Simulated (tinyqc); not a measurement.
Dopant redistribution at a moving silicon-oxide interface during parabolic oxidation. From one set of inputs to another, one input at a time. Computed by tinyqc, a small Python program. Command: `OMP_NUM_THREADS=1 python tinyqc.py 3021209 3021210 out.jsonl segox ladder`. One thread of a shared host (Intel(R) Xeon(R) Processor @ 2.30GHz), about 0.01 s of CPU time with the checks.

Uniformly doped silicon is oxidised with x_ox = sqrt(B t); the interface advances into the silicon by alpha x_ox, alpha = 0.44. The dopant does not move in the oxide, and at the interface C(silicon) = m C(oxide).

The inputs printed are set A. Set A is modelled on boron in silicon under dry oxygen; the values taken over come from a set modelled on arsenic in silicon under dry oxygen. Inputs not listed in the table keep their values of set A, so the rows need not describe a real material.

Inputs (values chosen for the exercise, modelled on boron in silicon under dry oxygen):
```
quantity,value,unit
dopant prefactor D0,0.892,cm^2/s
dopant activation energy E,3.5,eV
oxidation prefactor B0,790,um^2/h
oxidation activation energy E_B,1.23,eV
segregation coefficient m = C(silicon)/C(oxide),0.23,-
bulk doping C_B,4.8e+17,1/cm^3
temperature T,975,C
time t,0.86,h
```

Constants: k_B = 8.617333262e-05 eV/K.

Method:
- D = D0 exp(-E/(k_B T)), converted with 1 cm^2/s = 3.6e11 um^2/h; B = B0 exp(-E_B/(k_B T)); s = alpha sqrt(B/(4 D)), the interface advance over 2 sqrt(D t).
- Temperatures in kelvin are T(C) + 273.15.
- With the dopant diffusivity D and s = alpha x_ox/(2 sqrt(D t)), in the silicon C = C_B + (C_s - C_B) erfc(y/(2 sqrt(D t)))/erfc(s), y from the original surface. Dopant balance at the interface gives C_s/C_B = 1/[1 + (1/(m alpha) - 1) g], g = sqrt(pi) s exp(s^2) erfc(s).
- Consumed silicon held alpha x_ox C_B; the oxide holds x_ox times the dopant concentration in the oxide; the difference is the excess in the silicon; 1 um = 1e-4 cm.

Each row keeps all changes above it:
```
input moved,from,to,excess in the silicon (1/cm^2),s,concentration in the oxide (1/cm^3)
set A,-,-,-1.5373e+12,0.4176,3.9065e+17
dopant prefactor D0 (cm^2/s) and dopant activation energy E (eV),"0.892, 3.5","10.9, 3.98",-4.3040e+11,1.1126,2.6144e+17
temperature T (C),975,1100,-3.1638e+12,0.3475,4.3065e+17
bulk doping C_B (1/cm^3),4.8e+17,1.9e+17,-1.2523e+12,0.3475,1.7047e+17
segregation coefficient m = C(silicon)/C(oxide),0.23,11,8.2590e+11,0.3475,2.6313e+16
time t (h),0.86,2.8,1.4902e+12,0.3475,2.6313e+16
oxidation prefactor B0 (um^2/h),790,764,1.4695e+12,0.3417,2.6157e+16
```

Where does the difference come from?

Excess in the silicon goes from -1.54e12 to 1.47e12, +3.01e+12 in all. The largest single move comes from temperature T (-2.73e+12), but it runs against the net change; the largest move in the direction of the net change is segregation coefficient m = C(silicon)/C(oxide) (+2.08e+12). s goes from 0.418 to 0.342, a factor 0.818 in all. The largest single move comes from temperature T (a factor 0.312), and dopant prefactor D0 with dopant activation energy E works against it (a factor 2.66). Concentration in the oxide goes from 3.91e17 to 2.62e16, a factor 0.0670 in all. The largest single move comes from segregation coefficient m = C(silicon)/C(oxide) (a factor 0.154), and temperature T works against it (a factor 1.65). The single moves hold for this order of the switches; the total does not depend on the order.

Caution (all rows): in this case the oxide is not much thicker than a typical Deal-Grove length A, so real growth is slower than parabolic. Caution (all rows): parabolic growth needs an oxide much thicker than the Deal-Grove length A, which fails for thin films and low temperatures; oxidation-enhanced or retarded diffusion is ignored.

Extremes, crossings and ranges named in words are read from the listed rows.
